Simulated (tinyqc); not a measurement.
Ion implantation: universal nuclear stopping, Lindhard-Scharff electronic stopping and a Gaussian range profile: one step, computed by the program tinyqc.

An ion slows by elastic collisions with screened nuclei and by friction with electrons; channelling is ignored and the target is uniform.

Problem. Tilt and screen. Depths scale with cos(tilt): R_p cos and dR_p cos (lateral straggle ignored); the screen stops like the target. Fraction in the substrate = (1/2) erfc((d - R_p cos)/(sqrt2 dR_p cos)); peak depth below the screen = R_p cos - d.

Inputs (values chosen for the exercise, modelled on indium ions in diamond): tilt angle = 7 degrees; screen thickness d = 3 nm.

Follow-up: tilt and screen oxide.

projected range R_p = 7.631808 nm

straggle dR_p = 1.488739 nm

Give: fraction in the substrate; peak depth below the screen.

Solution.

fraction in the substrate = 0.9990

peak depth below the screen = 4.575 nm

0.098 % of the dose does not reach the substrate.
